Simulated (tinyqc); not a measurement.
# Off-state leakage of single and stacked transistors: two studies

n-channel devices of unit width. Subthreshold current I(Vg, Vs, Vd) = I0 (T/300 K)^0.5 exp[(Vg - Vs - VT(T) - gb (Vs - Vb) + dd (Vd - Vs))/(nf Vt)] (1 - exp(-(Vd - Vs)/Vt)), VT(T) = VT - cT (T - 300 K). Gate-edge tunnelling Ig (Vd/1 V) exp(ag (Vd - 1 V)), for a gate at 0 V, and band-to-band leakage Ab u exp(-Bb/u), u = Vd - Vb + 1 V, flow at a drain held at V; both are taken as independent of T. In a stack of off transistors (all gates at 0 V) the same subthreshold current passes through each.

Values chosen for this exercise; values of the order met in bulk silicon logic transistors:
```
symbol  value       unit                                             meaning
T         300          K                                         temperature
V         1.1          V                                      supply voltage
VT       0.35          V        threshold at 300 K, zero drain and body bias
cT        0.8       mV/K              fall of the threshold with temperature
I0       0.64      uA/um                       current at threshold at 300 K
nf        1.2                                                   slope factor
dd       0.16                                drain-induced lowering per volt
gb       0.11             rise of the threshold per volt of source-body bias
Ig       3e-6      uA/um                 gate-edge tunnelling current at 1 V
ag        4.6        1/V               exponential slope of the gate current
Ab        100  uA/(um V)      prefactor of band-to-band leakage at the drain
Bb         22          V                             its exponential voltage
Vb       -0.3          V                                        body voltage
```

Constants: q = 1.602176634e-19 C, kB = 1.380649e-23 J/K, Vt = kB T/q. Results are converted to the units shown.

Each table varies one quantity; the others keep the values above.

## Subthreshold current against the height of the stack

All n gates at 0 V, bottom source at 0 V, top drain at V; node voltages follow from equal currents.

Subthreshold current against the height of the stack:
columns A: n; B: I (nA/um); C: reduction factor; D: drain voltage of the bottom device (mV); E: source voltage of the top device (mV); F: voltage across the top device (V)
```
A          B       C       D       E        F
1    0.80967  1.0000  1100.0       0   1.1000
2  0.0052096  155.42  123.26  123.26  0.97674
3  0.0020198  400.86  26.035  146.41  0.95359
4  0.0012311  657.70  13.736  158.50  0.94150
5  8.8144e-4  918.57  9.2935  166.66  0.93334
6  6.8528e-4  1181.5  7.0114  172.81  0.92719
```

The second transistor cuts the current by a factor of 155, the third by a further 2.58 and the sixth by 1.29. The top device keeps 84.3 % of the supply at n = 6, while the drain voltage of the bottom one falls to 0.271 Vt.

## Leakage components against the threshold

Same model as above.

One transistor with Vg = Vs = 0, Vd = V; stack factor I(one)/I(two in series).

The same in every row: gate edge (nA/um) = 0.005227; band-to-band (nA/um) = 25.07; stack factor = 155.4.

Leakage components against the threshold:
```
VT (V)  subthreshold (nA/um)  total (nA/um)  largest part
0.15                   510.7          535.8  subthreshold
0.2                    101.9          127.0  subthreshold
0.25                   20.34          45.41  band-to-band
0.3                    4.058          29.13  band-to-band
0.35                  0.8097          25.89  band-to-band
0.4                   0.1616          25.24  band-to-band
0.45                 0.03224          25.11  band-to-band
0.5                 0.006433          25.08  band-to-band
0.55                0.001284          25.08  band-to-band
0.6                 2.561e-4          25.08  band-to-band
```

What does the table show?

As VT goes from 0.15 to 0.6, the total leakage falls from 536 to 25.1 nA/um. The subthreshold part leads at VT = 0.15, the band-to-band part from 0.25 on. The reduction by a stack of two stays at 155, for the subthreshold part alone. For VT = 0.15, 0.2 the gate is within about 3 nf Vt of threshold, where the exponential law overstates the current.

tinyqc, about 0.03 s, one thread, Intel Xeon 2.30GHz (shared host): `OMP_NUM_THREADS=1 python tinyqc.py 2242204 2242205 out.jsonl`
